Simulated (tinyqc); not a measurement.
## Electron density from the filling shift

Problem. At zero temperature the Burstein-Moss shift of one parabolic valley is (C/me + C/mh) kF^2 with kF = (3 pi^2 n)^(1/3), C = hbar^2/(2 m0). Find kF and n.

Values chosen for this exercise: electron mass me = 0.0673 m0; hole mass mh = 0.496 m0.

Constants: q = 1.602176634e-19 C, hbar = 1.054571817e-34 J s, m0 = 9.1093837015e-31 kg, hbar^2/(2 m0) = 0.0380998212 eV nm^2. Results are converted to the units shown.

filling shift = 340.20617 meV

Answer. The shift gives kF^2, and n = kF^3/(3 pi^2).

kF = 0.727 1/nm
n = 1.30e19 cm^-3

Program tinyqc, `OMP_NUM_THREADS=1 python tinyqc.py 2330018 2330019 out.jsonl`; Intel Xeon 2.30GHz, shared host, one thread, about 0.01 s.
